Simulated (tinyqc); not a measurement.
Double-gate transistor, scale length and short-channel effects: one step of the calculation.

A body of thickness ts between two insulators of thickness ti and two tied gates. Below threshold the potential that source and drain add obeys Laplace's equation and vanishes on the gate. Its lowest mode decays along the channel as exp(-k y); k is the smallest positive root of the matching condition at the interface, and the scale length is Lambda = pi/k.

Task. Threshold shift, barrier position and swing. Along the channel psi(y) = s + a exp(y/l) + b exp(-y/l) with psi(0) = Vbi, psi(L) = Vbi + Vds and l = 1/k = Lambda/pi; with A = Vbi - s, B = A + Vds, x = exp(-L/l): a = (B - A x) x/(1 - x^2), b = (A - B x)/(1 - x^2). The minimum is s + 2 sqrt(a b), at y = (l/2) ln(b/a). The long-channel potential follows the gate as s = sT + (Vg - VTL)/m, and the threshold VT is the gate voltage at which the minimum equals sT. Swing = m Vt ln 10/g at threshold, g = d(minimum)/ds = 1 - (b x + a)/((1 + x) sqrt(a b)).

Inputs (values chosen for the exercise); permittivities: semiconductor close to that of silicon, insulator close to that of silicon nitride:
- T = 293 K (temperature)
- L = 43 nm (channel length)
- Vbi = 0.87 V (potential of the source)
- sT = 0.74 V (potential of the barrier top at threshold)
- VTL = 0.26 V (long-channel threshold)
- m = 1 (long-channel body factor)
- Vds = 0.8 V (drain voltage)

Constants: q = 1.602176634e-19 C, kB = 1.380649e-23 J/K, Vt = kB T/q. Results are converted to the units shown.

l = 5.1226086 nm

Give: s at threshold; a; b; position of the minimum; VT; swing.

Result.

s at threshold = 0.72905 V
a = 2.1282e-4 V
b = 0.14073 V
position of the minimum = 16.634 nm
VT = 0.24905 V
swing = 60.857 mV/decade

The threshold lies 10.9 mV below the long-channel value, and the barrier top sits at 0.39 L from the source.

tinyqc, about 0.01 s, one thread, Intel Xeon 2.30GHz (shared host): `OMP_NUM_THREADS=1 python tinyqc.py 2420091 2420092 out.jsonl`
